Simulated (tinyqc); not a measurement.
Worked calculation: FCI on RHF in the cc-pvdz basis, for He, spin multiplicity 1. Computed by tinyqc, a small Python program that keeps every step (integrals from PySCF). Settings: charge = 0, multiplicity = 1, basis = cc-pvdz, method = RHF, energy threshold = 1e-10, iteration cap = 89, orthogonalisation = canonical, start = core, DIIS depth = 6, ci = FCI. Command: `OMP_NUM_THREADS=1 python tinyqc.py 30130 30131 out.jsonl` (the two numbers bound the seeds that draw the settings). One thread of a shared host (Intel(R) Xeon(R) Processor @ 2.60GHz), about 0.06 s of CPU time with the checks. The early iterations of the SCF are left out here.

## One-electron integrals

Geometry (angstrom):
```
atom       x       y       z
He    0.0000  0.0000  0.0000
```

Basis cc-pvdz: exponents (1/bohr^2) and contraction coefficients of normalised primitives:
```
element  l (shell)  exponent  coefficient
He           s (1)   38.3600       0.0402
He           s (1)    5.7700       0.2614
He           s (1)    1.2400       0.7931
He           s (2)    0.2976       1.0000
He           p (3)    1.2750       1.0000
```

Overlap, kinetic and nuclear-attraction integrals over the contracted functions; the nuclear repulsion is the sum of Za Zb / Rab.

nuclear repulsion = 0 hartree

overlap S, order 1He 1s, 1He 2s, 1He 2px, 1He 2py, 1He 2pz:
$$\begin{pmatrix}
1.0000 & 0.6342 & 0.0000 & 0.0000 & 0.0000 \\
0.6342 & 1.0000 & 0.0000 & 0.0000 & 0.0000 \\
0.0000 & 0.0000 & 1.0000 & 0.0000 & 0.0000 \\
0.0000 & 0.0000 & 0.0000 & 1.0000 & 0.0000 \\
0.0000 & 0.0000 & 0.0000 & 0.0000 & 1.0000
\end{pmatrix}$$

kinetic energy T (hartree), order 1He 1s, 1He 2s, 1He 2px, 1He 2py, 1He 2pz:
$$\begin{pmatrix}
2.9224 & 0.4667 & 0.0000 & 0.0000 & 0.0000 \\
0.4667 & 0.4464 & 0.0000 & 0.0000 & 0.0000 \\
0.0000 & 0.0000 & 3.1875 & 0.0000 & 0.0000 \\
0.0000 & 0.0000 & 0.0000 & 3.1875 & 0.0000 \\
0.0000 & 0.0000 & 0.0000 & 0.0000 & 3.1875
\end{pmatrix}$$

nuclear attraction V (hartree), order 1He 1s, 1He 2s, 1He 2px, 1He 2py, 1He 2pz:
$$\begin{pmatrix}
-4.8027 & -2.0124 & 0.0000 & 0.0000 & 0.0000 \\
-2.0124 & -1.7411 & 0.0000 & 0.0000 & 0.0000 \\
0.0000 & 0.0000 & -2.4025 & 0.0000 & 0.0000 \\
0.0000 & 0.0000 & 0.0000 & -2.4025 & 0.0000 \\
0.0000 & 0.0000 & 0.0000 & 0.0000 & -2.4025
\end{pmatrix}$$

core Hamiltonian H = T + V (hartree), order 1He 1s, 1He 2s, 1He 2px, 1He 2py, 1He 2pz:
$$\begin{pmatrix}
-1.8803 & -1.5458 & 0.0000 & 0.0000 & 0.0000 \\
-1.5458 & -1.2947 & 0.0000 & 0.0000 & 0.0000 \\
0.0000 & 0.0000 & 0.7850 & 0.0000 & 0.0000 \\
0.0000 & 0.0000 & 0.0000 & 0.7850 & 0.0000 \\
0.0000 & 0.0000 & 0.0000 & 0.0000 & 0.7850
\end{pmatrix}$$

## Two-electron integrals

Functions are numbered as in S; the eight-fold symmetry (ij|kl) = (ji|kl) = (kl|ij) leaves the list below.

Two-electron integrals (ij|kl) in chemists' order, unique and non-zero (hartree):
```
(11|11) 1.5430   (21|11) 0.7850   (21|21) 0.4268   (22|11) 0.8035
(22|21) 0.4759   (22|22) 0.6156   (31|31) 0.1773   (32|31) 0.1425
(32|32) 0.1300   (33|11) 1.0998   (33|21) 0.6278   (33|22) 0.7344
(33|33) 1.0405   (41|41) 0.1773   (42|41) 0.1425   (42|42) 0.1300
(43|43) 0.0637   (44|11) 1.0998   (44|21) 0.6278   (44|22) 0.7344
(44|33) 0.9131   (44|44) 1.0405   (51|51) 0.1773   (52|51) 0.1425
(52|52) 0.1300   (53|53) 0.0637   (54|54) 0.0637   (55|11) 1.0998
(55|21) 0.6278   (55|22) 0.7344   (55|33) 0.9131   (55|44) 0.9131
(55|55) 1.0405
```

## Orthogonalisation

S = U s U^T; canonical form X = U s^(-1/2), so that X^T S X = 1. Each column of U has its largest component positive (the first on a tie).

eigenvalues of S: [0.3658, 1.0000, 1.0000, 1.0000, 1.6342]

X, order 1He 1s, 1He 2s, 1He 2px, 1He 2py, 1He 2pz:
$$\begin{pmatrix}
1.1691 & 0.0000 & 0.0000 & 0.0000 & 0.5531 \\
-1.1691 & 0.0000 & 0.0000 & 0.0000 & 0.5531 \\
0.0000 & 1.0000 & 0.0000 & 0.0000 & 0.0000 \\
0.0000 & 0.0000 & 1.0000 & 0.0000 & 0.0000 \\
0.0000 & 0.0000 & 0.0000 & 1.0000 & 0.0000
\end{pmatrix}$$

Within a degenerate level the vectors are fixed only up to a rotation; this is one choice.

## Iteration 9 (converged): orbitals

converged F (hartree), order 1He 1s, 1He 2s, 1He 2px, 1He 2py, 1He 2pz:
$$\begin{pmatrix}
-0.5504 & -0.9999 & 0.0000 & 0.0000 & 0.0000 \\
-0.9999 & -0.4288 & 0.0000 & 0.0000 & 0.0000 \\
0.0000 & 0.0000 & 2.5244 & 0.0000 & 0.0000 \\
0.0000 & 0.0000 & 0.0000 & 2.5244 & 0.0000 \\
0.0000 & 0.0000 & 0.0000 & 0.0000 & 2.5244
\end{pmatrix}$$

Diagonalise F' = X^T F X, C = X C', fill 1 alpha and 1 beta electrons from the bottom; D = 2 C_occ C_occ^T. Each column has its largest component positive (the first on a tie).

F' = X^T F X (hartree):
$$\begin{pmatrix}
1.3948 & 0.0000 & 0.0000 & 0.0000 & -0.0786 \\
0.0000 & 2.5244 & 0.0000 & 0.0000 & 0.0000 \\
0.0000 & 0.0000 & 2.5244 & 0.0000 & 0.0000 \\
0.0000 & 0.0000 & 0.0000 & 2.5244 & 0.0000 \\
-0.0786 & 0.0000 & 0.0000 & 0.0000 & -0.9115
\end{pmatrix}$$

orbital energies (hartree): MO1 -0.9141, MO2 1.3974, MO3 2.5244, MO4 2.5244, MO5 2.5244

coefficients C, order 1He 1s, 1He 2s, 1He 2px, 1He 2py, 1He 2pz:
$$\begin{pmatrix}
0.5926 & -1.1496 & 0.0000 & 0.0000 & 0.0000 \\
0.5130 & 1.1872 & 0.0000 & 0.0000 & 0.0000 \\
0.0000 & 0.0000 & 1.0000 & 0.0000 & 0.0000 \\
0.0000 & 0.0000 & 0.0000 & 1.0000 & -0.0009 \\
0.0000 & 0.0000 & 0.0000 & 0.0009 & 1.0000
\end{pmatrix}$$

D after iteration 9, order 1He 1s, 1He 2s, 1He 2px, 1He 2py, 1He 2pz:
$$\begin{pmatrix}
0.7024 & 0.6081 & 0.0000 & 0.0000 & 0.0000 \\
0.6081 & 0.5264 & 0.0000 & 0.0000 & 0.0000 \\
0.0000 & 0.0000 & 0.0000 & 0.0000 & 0.0000 \\
0.0000 & 0.0000 & 0.0000 & 0.0000 & 0.0000 \\
0.0000 & 0.0000 & 0.0000 & 0.0000 & 0.0000
\end{pmatrix}$$

Within a degenerate level the vectors are fixed only up to a rotation; this is one choice.

## Convergence

Stop when the energy changes by less than 1e-10 hartree and every element of the error matrix X^T (F D S - S D F) X is below 3e-06.

Course of the cycle:
```
iteration  E (hartree)     change  largest element of the error matrix
1            -2.741897          -                             6.75e-01
2            -2.854410  -1.13e-01                             5.66e-02
3            -2.855160  -7.51e-04                             3.67e-04
4            -2.855160  -2.52e-08                             1.66e-04
5            -2.855160  -3.75e-09                             1.07e-04
6            -2.855160  -1.22e-09                             7.88e-05
7            -2.855160  -5.43e-10                             6.24e-05
8            -2.855160  -9.12e-10                             6.95e-08
9            -2.855160  -1.78e-15                             1.56e-10
```

PySCF RHF in the same basis = -2.855160 hartree

Converged in 9 iterations.

## Integrals over molecular orbitals

(pq|rs) = sum C_ip C_jq C_kr C_ls (ij|kl), one index at a time.

one-electron integrals over orbitals h = C^T H C (hartree):
$$\begin{pmatrix}
-1.9410 & 0.3164 & 0.0000 & 0.0000 & 0.0000 \\
0.3164 & -0.0902 & 0.0000 & 0.0000 & 0.0000 \\
0.0000 & 0.0000 & 0.7850 & 0.0000 & 0.0000 \\
0.0000 & 0.0000 & 0.0000 & 0.7850 & 0.0000 \\
0.0000 & 0.0000 & 0.0000 & 0.0000 & 0.7850
\end{pmatrix}$$

Two-electron integrals over orbitals (pq|rs), unique and non-zero (hartree):
```
(11|11) 1.0269    (21|11) -0.3164   (21|21) 0.2275    (22|11) 0.8576
(22|21) -0.2552   (22|22) 0.7655    (31|31) 0.1831    (32|31) -0.0254
(32|32) 0.0285    (33|11) 0.9613    (33|21) -0.2305   (33|22) 0.7750
(33|33) 1.0405    (41|41) 0.1831    (42|41) -0.0254   (42|42) 0.0285
(43|43) 0.0637    (44|11) 0.9613    (44|21) -0.2305   (44|22) 0.7750
(44|33) 0.9131    (44|44) 1.0405    (51|51) 0.1831    (52|51) -0.0254
(52|52) 0.0285    (53|53) 0.0637    (54|54) 0.0637    (55|11) 0.9613
(55|21) -0.2305   (55|22) 0.7750    (55|33) 0.9131    (55|44) 0.9131
(55|55) 1.0405
```

## FCI: determinants and Hamiltonian

Hartree-Fock energy = -2.855160 hartree

Slater-Condon rules over spin orbitals, with the nuclear repulsion added and E(HF) subtracted on the diagonal. Only determinants linked to the reference directly or through others are kept (one block of an abelian symmetry group), so some states are absent.

Occupation strings over the orbitals (2 doubly, a alpha, b beta, 0 empty; spin orbitals ordered 1a 1b 2a 2b ...): 20000 ab000 ba000 02000 00200 00020 00002

H - E(HF) between determinants (hartree), order 20000, ab000, ba000, 02000, 00200, 00020, 00002:
$$\begin{pmatrix}
0.0000 & 0.0000 & 0.0000 & 0.2275 & 0.1831 & 0.1831 & 0.1831 \\
0.0000 & 1.6815 & -0.2275 & 0.0613 & -0.0254 & -0.0254 & -0.0254 \\
0.0000 & -0.2275 & 1.6815 & -0.0613 & 0.0254 & 0.0254 & 0.0254 \\
0.2275 & 0.0613 & -0.0613 & 3.4402 & 0.0285 & 0.0285 & 0.0285 \\
0.1831 & -0.0254 & 0.0254 & 0.0285 & 5.4657 & 0.0637 & 0.0637 \\
0.1831 & -0.0254 & 0.0254 & 0.0285 & 0.0637 & 5.4657 & 0.0637 \\
0.1831 & -0.0254 & 0.0254 & 0.0285 & 0.0637 & 0.0637 & 5.4657
\end{pmatrix}$$

## FCI: roots

Diagonalise (each vector has its largest component positive (the first on a tie)); all determinants have Ms = 0, so triplets appear too. The lowest singlet root is the correlation energy.

lowest roots of this matrix, relative to E(HF) (hartree): [-0.0324, 1.4540, 1.9030, 3.4579, 5.4020, 5.4020, 5.6138]

lowest vectors, order 20000, ab000, ba000, 02000, 00200, 00020, 00002:
$$\begin{pmatrix}
0.9964 & 0.0000 & -0.0037 & 0.0627 \\
0.0008 & 0.7071 & 0.7059 & 0.0403 \\
-0.0008 & 0.7071 & -0.7059 & -0.0403 \\
-0.0645 & 0.0000 & -0.0563 & 0.9959 \\
-0.0321 & 0.0000 & 0.0103 & -0.0177 \\
-0.0321 & 0.0000 & 0.0103 & -0.0177 \\
-0.0321 & 0.0000 & 0.0103 & -0.0177
\end{pmatrix}$$

<S^2> of these roots: [0.0000, 2.0000, 0.0000, 0.0000, 0.0000, 0.0000, 0.0000]

weight of the ground state by excitation level 0, 1, 2, ...: [0.9927, 0.0000, 0.0073]

Within a degenerate level the vectors are fixed only up to a rotation; this is one choice.
